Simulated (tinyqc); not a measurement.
Worked calculation: Pariser-Parr-Pople SCF with singles CI, for the molecule c1cnc2[nH]nnc2n1 (SMILES; centres numbered as the heavy atoms are written). Computed by tinyqc, a small Python program that keeps every step. Settings: charge = 0, gamma = MN, start = huckel, damping = 0.3, iteration cap = 65, excitations kept = 6. Command: `OMP_NUM_THREADS=1 python tinyqc.py 22595 22596 out.jsonl` (the two numbers bound the seeds that draw the settings). One thread of a shared host (Intel(R) Xeon(R) Processor @ 2.60GHz), about 0.02 s of CPU time with the checks. Later iterations appear only in the table of the cycle.

## PPP integrals

Centres (angstrom, eV; a flat drawing with bonds scaled to 1.40 angstrom):
```
centre          x          y  core charge z          W   gamma_rr
1C       2.152000  -0.700000              1  10.590000  10.170000
2C       2.152000   0.700000              1  10.590000  10.170000
3N       0.939000   1.400000              1  13.880000  11.070000
4C      -0.273000   0.700000              1  10.590000  10.170000
5N      -1.605000   1.133000              2  22.490000  18.980000
6N      -2.427000   0.000000              1  13.880000  11.070000
7N      -1.605000  -1.133000              1  13.880000  11.070000
8C      -0.273000  -0.700000              1  10.590000  10.170000
9N       0.939000  -1.400000              1  13.880000  11.070000
```

Resonance integrals (eV):
```
i  j       beta
1  2  -2.390000
2  3  -2.350000
3  4  -2.350000
4  5  -2.300000
5  6  -2.300000
6  7  -2.350000
7  8  -2.350000
8  9  -2.350000
9  1  -2.350000
8  4  -2.390000
```

Mataga-Nishimoto: gamma = 14.399645/(R + a), a = 2 x 14.399645/(gamma_rr + gamma_ss); H_rr = -W_r - sum_(s != r) z_s gamma_rs; H_rs = beta for bonds.

repulsion gamma_rs (eV):
```
           1C         2C         3N         4C         5N         6N         7N         8C
1C  10.170000   5.113702   3.808370   3.415471   2.786162   2.404712   2.802704   3.749034
2C   5.113702  10.170000   5.224100   3.749034   3.018896   2.404712   2.600997   3.415471
3N   3.808370   5.224100  11.070000   5.225742   4.095052   2.911183   2.944249   3.808874
4C   3.415471   3.749034   5.225742  10.170000   6.028537   3.976939   3.975873   5.113702
5N   2.786162   3.018896   4.095052   6.028537  18.980000   6.106318   4.465866   4.425449
6N   2.404712   2.404712   2.911183   3.976939   6.106318  11.070000   5.332102   3.976939
7N   2.802704   2.600997   2.944249   3.975873   4.465866   5.332102  11.070000   5.223867
8C   3.749034   3.415471   3.808874   5.113702   4.425449   3.976939   5.223867  10.170000
9N   5.224100   3.808370   3.511440   3.808874   3.165892   2.911183   3.731683   5.225742

           9N
1C   5.224100
2C   3.808370
3N   3.511440
4C   3.808874
5N   3.165892
6N   2.911183
7N   3.731683
8C   5.225742
9N  11.070000
```

core matrix H (eV):
```
            1C          2C          3N          4C          5N          6N          7N          8C
1C  -42.680418   -2.390000    0.000000    0.000000    0.000000    0.000000    0.000000    0.000000
2C   -2.390000  -42.944178   -2.350000    0.000000    0.000000    0.000000    0.000000    0.000000
3N    0.000000   -2.350000  -49.504062   -2.350000    0.000000    0.000000    0.000000    0.000000
4C    0.000000    0.000000   -2.350000  -51.912708   -2.300000    0.000000    0.000000   -2.390000
5N    0.000000    0.000000    0.000000   -2.300000  -56.582173   -2.300000    0.000000    0.000000
6N    0.000000    0.000000    0.000000    0.000000   -2.300000  -50.010406   -2.350000    0.000000
7N    0.000000    0.000000    0.000000    0.000000    0.000000   -2.350000  -49.423207   -2.350000
8C    0.000000    0.000000    0.000000   -2.390000    0.000000    0.000000   -2.350000  -49.954527
9N   -2.350000    0.000000    0.000000    0.000000    0.000000    0.000000    0.000000   -2.350000

            9N
1C   -2.350000
2C    0.000000
3N    0.000000
4C    0.000000
5N    0.000000
6N    0.000000
7N    0.000000
8C   -2.350000
9N  -48.433176
```

## Starting guess

pi electrons, sum of z_r less the charge = 10

Orbitals of the Hueckel matrix of the beta values.

P at the start:
```
           1C         2C         3N         4C         5N         6N         7N         8C
1C   1.057149   0.600912  -0.050505  -0.226319   0.128578   0.113661  -0.166445  -0.074367
2C   0.600912   1.057276   0.720165  -0.074538  -0.168886   0.115648   0.126191  -0.225935
3N  -0.050505   0.720165   1.034102   0.555263  -0.090532  -0.154697   0.058992   0.075383
4C  -0.226319  -0.074538   0.555263   1.096700   0.560929  -0.145262  -0.205506   0.491811
5N   0.128578  -0.168886  -0.090532   0.560929   1.261663   0.657108  -0.290113  -0.209526
6N   0.113661   0.115648  -0.154697  -0.145262   0.657108   1.110506   0.662818  -0.142515
7N  -0.166445   0.126191   0.058992  -0.205506  -0.290113   0.662818   1.251930   0.561932
8C  -0.074367  -0.225935   0.075383   0.491811  -0.209526  -0.142515   0.561932   1.096397
9N   0.720543  -0.050634  -0.357830   0.075512   0.061499  -0.158219  -0.089045   0.553706

           9N
1C   0.720543
2C  -0.050634
3N  -0.357830
4C   0.075512
5N   0.061499
6N  -0.158219
7N  -0.089045
8C   0.553706
9N   1.034278
```

## Iteration 1: Fock matrix

F_rr = H_rr + P_rr gamma_rr / 2 + sum_(s != r) P_ss gamma_rs; F_rs = H_rs - P_rs gamma_rs / 2; E = tr P (H + F) / 2 + core repulsion sum_(r<s) z_r z_s gamma_rs.

F (eV):
```
           1C         2C         3N         4C         5N         6N         7N         8C
1C  -5.006200  -3.926443   0.096171   0.386493  -0.179120  -0.136661   0.233249   0.139402
2C  -3.926443  -5.229003  -4.231106   0.139723   0.254924  -0.139050  -0.164111   0.385836
3N   0.096171  -4.231106  -8.606611  -3.800831   0.185367   0.225176  -0.086843  -0.143561
4C   0.386493   0.139723  -3.800831  -6.811623  -3.990792   0.288849   0.408532  -3.647487
5N  -0.179120   0.254924   0.185367  -3.990792  -7.127084  -4.306256   0.647802   0.463623
6N  -0.136661  -0.139050   0.225176   0.288849  -4.306256  -9.656395  -4.117107   0.283387
7N   0.233249  -0.164111  -0.086843   0.408532   0.647802  -4.117107  -8.233158  -3.817730
8C   0.139402   0.385836  -0.143561  -3.647487   0.463623   0.283387  -3.817730  -5.313382
9N  -4.232094   0.096417   0.628249  -0.143808  -0.097350   0.230302   0.166144  -3.796763

           9N
1C  -4.232094
2C   0.096417
3N   0.628249
4C  -0.143808
5N  -0.097350
6N   0.230302
7N   0.166144
8C  -3.796763
9N  -7.722454
```

pi energy = -143.947347 eV

## Iteration 1: orbitals and new P

Diagonalise F (the basis is taken as orthonormal) and form P = 2 sum c c over the lowest orbitals; 0.3 of the old P is kept.

orbital energies (eV): -15.554625  -13.639355  -12.371845  -10.209978  -9.843792  -3.095280  -0.685903  -0.151096  1.845964

P after iteration 1:
```
           1C         2C         3N         4C         5N         6N         7N         8C
1C   0.927852   0.581463   0.015847  -0.243431   0.075614   0.133765  -0.172245  -0.080087
2C   0.581463   0.929187   0.722700  -0.131101  -0.154919   0.134218   0.058747  -0.239697
3N   0.015847   0.722700   1.183940   0.524275  -0.085866  -0.133696   0.091584   0.053090
4C  -0.243431  -0.131101   0.524275   1.098815   0.572874  -0.151139  -0.169771   0.499195
5N   0.075614  -0.154919  -0.085866   0.572874   1.175691   0.656884  -0.363517  -0.163528
6N   0.133765   0.134218  -0.133696  -0.151139   0.656884   1.260047   0.603576  -0.171556
7N  -0.172245   0.058747   0.091584  -0.169771  -0.363517   0.603576   1.296401   0.577106
8C  -0.080087  -0.239697   0.053090   0.499195  -0.163528  -0.171556   0.577106   0.982240
9N   0.725768   0.029742  -0.345612   0.085335   0.075195  -0.135349  -0.066070   0.535871

           9N
1C   0.725768
2C   0.029742
3N  -0.345612
4C   0.085335
5N   0.075195
6N  -0.135349
7N  -0.066070
8C   0.535871
9N   1.145826
```

## Iteration 2: Fock matrix

As before.

F (eV):
```
           1C         2C         3N         4C         5N         6N         7N         8C
1C  -5.341343  -3.876714  -0.030176   0.415715  -0.105337  -0.160833   0.241375   0.150124
2C  -3.876714  -5.500167  -4.237730   0.245750   0.233842  -0.161378  -0.076401   0.409340
3N  -0.030176  -4.237730  -8.756658  -3.719862   0.175812   0.194606  -0.134823  -0.101107
4C   0.415715   0.245750  -3.719862  -6.845318  -4.026796   0.300535   0.337494  -3.666367
5N  -0.105337   0.233842   0.175812  -4.026796  -7.103838  -4.305572   0.811709   0.361842
6N  -0.160833  -0.161378   0.194606   0.300535  -4.305572  -9.420110  -3.959164   0.341134
7N   0.241375  -0.076401  -0.134823   0.337494   0.811709  -3.959164  -7.999626  -3.857362
8C   0.150124   0.409340  -0.101107  -3.666367   0.361842   0.341134  -3.857362  -5.205074
9N  -4.245741  -0.056634   0.606797  -0.162516  -0.119030   0.197012   0.123276  -3.750162

           9N
1C  -4.245741
2C  -0.056634
3N   0.606797
4C  -0.162516
5N  -0.119030
6N   0.197012
7N   0.123276
8C  -3.750162
9N  -8.001536
```

pi energy = -144.737516 eV

## Iteration 2: orbitals and new P

As before.

orbital energies (eV): -15.422922  -13.584038  -12.458901  -10.399630  -9.893304  -3.100617  -0.532276  -0.448251  1.666270

P after iteration 2:
```
           1C         2C         3N         4C         5N         6N         7N         8C
1C   0.881533   0.571757   0.038318  -0.249718   0.055822   0.138670  -0.173954  -0.081349
2C   0.571757   0.883993   0.724500  -0.151886  -0.147024   0.142310   0.031400  -0.244467
3N   0.038318   0.724500   1.238183   0.509837  -0.083393  -0.125933   0.103880   0.046777
4C  -0.249718  -0.151886   0.509837   1.099627   0.577718  -0.159404  -0.154415   0.502169
5N   0.055822  -0.147024  -0.083393   0.577718   1.151029   0.655063  -0.390002  -0.145363
6N   0.138670   0.142310  -0.125933  -0.159404   0.655063   1.314707   0.580971  -0.177975
7N  -0.173954   0.031400   0.103880  -0.154415  -0.390002   0.580971   1.310072   0.584671
8C  -0.081349  -0.244467   0.046777   0.502169  -0.145363  -0.177975   0.584671   0.932924
9N   0.728975   0.056380  -0.340040   0.091093   0.078379  -0.128877  -0.054294   0.525914

           9N
1C   0.728975
2C   0.056380
3N  -0.340040
4C   0.091093
5N   0.078379
6N  -0.128877
7N  -0.054294
8C   0.525914
9N   1.187933
```

## Iteration 3: Fock matrix

As before.

F (eV):
```
           1C         2C         3N         4C         5N         6N         7N         8C
1C  -5.462511  -3.851897  -0.072965   0.426452  -0.077765  -0.166731   0.243771   0.152491
2C  -3.851897  -5.595964  -4.242429   0.284714   0.221925  -0.171107  -0.040835   0.417484
3N  -0.072965  -4.242429  -8.806285  -3.682138   0.170750   0.183307  -0.152924  -0.089083
4C   0.426452   0.284714  -3.682138  -6.854123  -4.041397   0.316971   0.306967  -3.673970
5N  -0.077765   0.221925   0.170750  -4.041397  -7.066471  -4.300013   0.870849   0.321649
6N  -0.166731  -0.171107   0.183307   0.316971  -4.300013  -9.327741  -3.898898   0.353898
7N   0.243771  -0.040835  -0.152924   0.306967   0.870849  -3.898898  -7.927574  -3.877123
8C   0.152491   0.417484  -0.089083  -3.673970   0.321649   0.353898  -3.877123  -5.173412
9N  -4.254120  -0.107358   0.597014  -0.173481  -0.124070   0.187592   0.101305  -3.724146

           9N
1C  -4.254120
2C  -0.107358
3N   0.597014
4C  -0.173481
5N  -0.124070
6N   0.187592
7N   0.101305
8C  -3.724146
9N  -8.114655
```

pi energy = -145.003953 eV

## Iteration 3: orbitals and new P

As before.

orbital energies (eV): -15.383670  -13.560658  -12.487376  -10.458569  -9.900744  -3.109143  -0.564276  -0.466881  1.602583

P after iteration 3:
```
           1C         2C         3N         4C         5N         6N         7N         8C
1C   0.864631   0.566663   0.046010  -0.251862   0.048141   0.139648  -0.174335  -0.081556
2C   0.566663   0.868067   0.726097  -0.159570  -0.142833   0.145666   0.020425  -0.246090
3N   0.046010   0.726097   1.257611   0.502709  -0.081896  -0.123294   0.108658   0.045453
4C  -0.251862  -0.159570   0.502709   1.100423   0.580022  -0.164642  -0.148481   0.503426
5N   0.048141  -0.142833  -0.081896   0.580022   1.142926   0.654174  -0.399347  -0.137865
6N   0.139648   0.145666  -0.123294  -0.164642   0.654174   1.335318   0.571506  -0.178925
7N  -0.174335   0.020425   0.108658  -0.148481  -0.399347   0.571506   1.314735   0.588684
8C  -0.081556  -0.246090   0.045453   0.503426  -0.137865  -0.178925   0.588684   0.911977
9N   0.731153   0.064857  -0.337511   0.093988   0.078663  -0.126988  -0.048824   0.520263

           9N
1C   0.731153
2C   0.064857
3N  -0.337511
4C   0.093988
5N   0.078663
6N  -0.126988
7N  -0.048824
8C   0.520263
9N   1.204311
```

## Convergence

Stop when output and input P, before any damping, agree to 1e-7.

Course of the cycle:
```
iteration         E (eV)  largest |P(out) - P(in)|
1          -143.94734660                  2.14e-01
2          -144.73751572                  7.81e-02
3          -145.00395290                  2.99e-02
4          -145.08889820                  1.26e-02
5          -145.11536513                  5.30e-03
6          -145.12353972                  2.21e-03
7          -145.12606120                  1.08e-03
8          -145.12684183                  6.94e-04
9          -145.12708550                  4.66e-04
10         -145.12716256                  3.14e-04
11         -145.12718739                  2.12e-04
...                  ...                       ...
21         -145.12719999                  4.14e-06
22         -145.12720000                  2.79e-06
23         -145.12720000                  1.88e-06
24         -145.12720000                  1.27e-06
25         -145.12720000                  8.53e-07
26         -145.12720000                  5.75e-07
27         -145.12720000                  3.87e-07
28         -145.12720000                  2.61e-07
29         -145.12720000                  1.76e-07
30         -145.12720000                  1.18e-07
31         -145.12720000                  7.97e-08
```

Converged in 31 iterations.

## Converged orbitals

Charges are z - P_rr.

orbital energies (eV): -15.363006  -13.543766  -12.504122  -10.489300  -9.907183  -3.118120  -0.635171  -0.429019  1.559078

coefficients:
```
         MO1        MO2        MO3        MO4        MO5        MO6        MO7        MO8
1C  0.162953  -0.331770   0.310239  -0.358510  -0.255890  -0.363088  -0.562712  -0.090751
2C  0.187190  -0.392270  -0.098727  -0.473632   0.079999  -0.374462   0.566366  -0.109761
3N  0.338094  -0.446626  -0.458730  -0.120324   0.308757   0.483885  -0.138847   0.203655
4C  0.438467  -0.131043  -0.288901   0.497526  -0.105797  -0.214585  -0.308597  -0.319273
5N  0.380860   0.247530  -0.253368   0.053074  -0.543468  -0.204853   0.209980   0.548202
6N  0.431479   0.534315  -0.015601  -0.440790  -0.091649   0.322665  -0.010794  -0.470268
7N  0.340463   0.298726   0.271121  -0.079911   0.611291  -0.238954  -0.204614   0.441049
8C  0.346865  -0.053510   0.307995   0.417206   0.237351  -0.120514   0.387036  -0.286040
9N  0.253745  -0.283798   0.606054   0.087025  -0.296356   0.479639   0.110463   0.195666

          MO9
1C   0.341181
2C  -0.312361
3N   0.266602
4C  -0.452958
5N   0.211480
6N  -0.003741
7N  -0.218604
8C   0.552652
9N  -0.334408
```

pi charges: 1C 0.146236, 2C 0.141219, 3N -0.268049, 4C -0.103229, 5N 0.862610, 6N -0.349211, 7N -0.317444, 8C 0.103128, 9N -0.215260

## Singles CI, singlets

Over the 6 single excitations with the smallest orbital gaps: A = (e_a - e_i) delta + 2 (ia|jb) - (ij|ab), with (pq|rs) = sum c_mp c_mq gamma_mn c_nr c_ns. f = 2/3 w |mu|^2 in atomic units, mu = sqrt2 sum c_ia sum_m c_mi c_ma R_m.

singlet CI matrix (eV):
```
           5>6        4>6        5>7        3>6        5>8        4>7
5>6   3.831689  -0.033698  -0.022804  -0.340754  -0.456787  -0.423732
4>6  -0.033698   4.434004   0.565374   0.039366   0.174233  -0.023421
5>7  -0.022804   0.565374   6.153795  -0.032220   0.195867   0.065018
3>6  -0.340754   0.039366  -0.032220   6.253050  -0.123808   0.189484
5>8  -0.456787   0.174233   0.195867  -0.123808   6.701825   0.111465
4>7  -0.423732  -0.023421   0.065018   0.189484   0.111465   6.730149
```

singlet excitation energies (eV): 3.665428  4.257278  6.172815  6.224344  6.754458  7.030190

oscillator strengths: 0.166715  0.468121  0.120852  0.804625  0.271720  0.942919

## Singles CI, triplets

Over the 6 single excitations with the smallest orbital gaps: A = (e_a - e_i) delta - (ij|ab), with (pq|rs) = sum c_mp c_mq gamma_mn c_nr c_ns.

triplet CI matrix (eV):
```
           5>6        4>6        5>7        3>6        5>8        4>7
5>6   2.300458   0.055743  -0.007499   0.472083   0.807123  -0.145265
4>6   0.055743   2.829609  -0.145265  -0.076653  -0.024003   0.113879
5>7  -0.007499  -0.145265   5.042513   0.105792  -0.273645  -0.107642
3>6   0.472083  -0.076653   0.105792   4.309847   0.848627   0.200958
5>8   0.807123  -0.024003  -0.273645   0.848627   3.239484   0.072204
4>7  -0.145265   0.113879  -0.107642   0.200958   0.072204   4.972425
```

triplet excitation energies (eV): 1.817916  2.806273  2.960319  4.847943  5.017668  5.244216
